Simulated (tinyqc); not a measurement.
## Fermi velocity from one capacitance

Problem. At zero temperature and without traps graphene has Cq = 2 q^3 phi/(pi hbar^2 vF^2), charge Cq phi/2, 1/C_G = 1/Cox + 1/Cq and Vg = phi + Cq phi/(2 Cox). Find Cq, phi, vF and n.

Constants: q = 1.602176634e-19 C, hbar = 1.054571817e-34 J s. Results are converted to the units shown.

Vg = 7.5558153 V
C_G = 0.22443087 uF/cm^2
Cox = 0.23020888 uF/cm^2

Solution. The series relation gives Cq, the voltage relation phi = Vg/(1 + Cq/(2 Cox)), and the formula for Cq then vF.

Cq = 8.94 uF/cm^2
phi = 0.370 V
vF = 9.87e5 m/s
n = 1.03e13 cm^-2

Program tinyqc, `OMP_NUM_THREADS=1 python tinyqc.py 2200025 2200026 out.jsonl`; Intel Xeon 2.30GHz, shared host, one thread, about 0.01 s.
